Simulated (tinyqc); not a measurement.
Worked calculation: plane-wave Kohn-Sham cycle with exchange-only LDA in a layered model solid. One step of it, computed by the program tinyqc.

Task: Iteration 2: Hamiltonian at one k. H(m,m') = (k + G_m)^2/2 delta + V(G_m - G_m'), with V(-G) = V(G).

A solid whose potential varies along x alone (atomic units):
```
parameter,value
period a,16.200000
cross-section of the cell,14.000000
electrons per cell,2
grid points,16
"plane waves -n..n, n",2
k points,2
V1 in V1 cos(2 pi x/a),-0.660000
```

V(G_m), m = 0, 1, 2, ... (hartree): -0.203006  -0.294612  0.009171  0.000751  -0.000006

k = 0.250000 2 pi / a

Give: H.

Result:

H (hartree), lower triangle:
```
,-2,-1,+0,+1,+2
-2,0.0273
-1,-0.2946,-0.1607
+0,0.0092,-0.2946,-0.1983
+1,0.0008,0.0092,-0.2946,-0.0855
+2,0.0000,0.0008,0.0092,-0.2946,0.1778
```
